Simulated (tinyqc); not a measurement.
Worked calculation: CISD on RHF in the 3-21g basis, for H-, spin multiplicity 1. The basis has no diffuse functions, so it cannot describe the extra electron: this is an exercise in the method, not the real anion. One step of it, computed by the program tinyqc.

Task: CISD: roots. Diagonalise (each vector has its largest component positive (the first on a tie)); all determinants have Ms = 0, so triplets appear too. The lowest singlet root is the correlation energy.

Occupation strings over the orbitals (2 doubly, a alpha, b beta, 0 empty; spin orbitals ordered 1a 1b 2a 2b ...): 20 ab ba 02

H - E(HF) between determinants (hartree), lower triangle:
```
          20         ab         ba        02
20  0.000000
ab  0.000000   1.110978
ba  0.000000  -0.137755   1.110978
02  0.137755   0.110897  -0.110897  2.359794
```

Give: lowest roots of this matrix, relative to E(HF); lowest vectors; <S^2> of these roots; weight of the ground state by excitation level 0, 1, 2, ....

Result:

lowest roots of this matrix, relative to E(HF) (hartree): -0.0081  0.9732  1.2273  2.3893

lowest vectors:
```
     root 1  root 2   root 3   root 4
20   0.9983  0.0000  -0.0152   0.0570
ab   0.0052  0.7071   0.7005   0.0962
ba  -0.0052  0.7071  -0.7005  -0.0962
02  -0.0586  0.0000  -0.1353   0.9891
```

<S^2> of these roots: 0.0000  2.0000  0.0000  0.0000

weight of the ground state by excitation level 0, 1, 2, ...: 0.9965  0.0001  0.0034

With one virtual orbital singles and doubles already span the full space.
